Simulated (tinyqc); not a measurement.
Thermal RC ladder, step response: one step of the calculation.

A ladder of 3 nodes: R_i joins node i to node i + 1, the last R to the ambient; C_i is the heat capacity of node i; theta is the rise above ambient, zero at t = 0. d theta/dt = -A theta + b with b = (Pw/C_1, 0, ...), times in ms.

Question. Time constants and Foster resistances. A = C^(-1) K, K_ii = 1/R_(i-1) + 1/R_i (no first term for node 1), K_(i,i+1) = K_(i+1,i) = -1/R_i. The time constants tau_k are the inverse eigenvalues of A; the rise of node 1 per watt is Z(t) = sum_k r_k (1 - exp(-t/tau_k)), with r_k = v_k1^2 tau_k/C_1 and v_k the unit eigenvectors of C^(-1/2) K C^(-1/2).

Parameters, values chosen for the exercise:
- R = [0.99, 1.6, 0.27] K/W (resistances, junction to ambient)
- C = [0.2, 6.4, 20] mJ/K (heat capacities of the nodes)

Find: tau_k, rising; r_k.

Answer.

tau_k, rising (ms): 0.1919  4.217  13.53
r_k (K/W): 0.9293  0.08909  1.842

The r_k add up to the sum of the R_i, 2.860 K/W; the slowest constant is 70.5 times the fastest.

Numbers from tinyqc (`OMP_NUM_THREADS=1 python tinyqc.py 2520010 2520011 out.jsonl`; about 0.01 s on one thread of a shared Intel Xeon 2.30GHz).
